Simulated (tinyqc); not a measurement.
Double-gate transistor, scale length and short-channel effects: two steps of the calculation.

A body of thickness ts between two insulators of thickness ti and two tied gates. Below threshold the potential that source and drain add obeys Laplace's equation and vanishes on the gate. Its lowest mode decays along the channel as exp(-k y); k is the smallest positive root of the matching condition at the interface, and the scale length is Lambda = pi/k.

Inputs (values chosen for the exercise); permittivities: semiconductor made up, insulator close to that of hafnium oxide: relative permittivity of the semiconductor eps_r = 12.2; relative permittivity of the insulator ei = 21.6; insulator thickness ti = 3.8 nm; body thickness ts = 6.8 nm.

Problem 1. Scan of the matching condition. f(k) = ei cos(k ti) cos(k ts/2) - eps_r sin(k ti) sin(k ts/2).

k, point 0 to 7 (1/nm): 0.0425  0.085  0.1275  0.17  0.2125  0.255  0.2975  0.34

Give: f(k).

Solution 1.

f(k), point 0 to 7: 20.814  18.530  14.959  10.433  5.372  0.246  -4.470  -8.339

The first change of sign lies between k = 0.255 and 0.2975 1/nm.

Problem 2. Scale length against simple estimates. Lambda = pi/k and l = 1/k. A parabolic potential across the structure gives l(parabolic) = sqrt((eps_r/(2 ei)) ts ti (1 + ei ts/(4 eps_r ti))).

k = 0.25709574 1/nm

Give: Lambda; l; l(parabolic).

Solution 2.

Lambda = 12.220 nm
l = 3.8896 nm
l(parabolic) = 3.6163 nm

Numbers from tinyqc (`OMP_NUM_THREADS=1 python tinyqc.py 2420095 2420096 out.jsonl`; about 0.01 s on one thread of a shared Intel Xeon 2.30GHz).
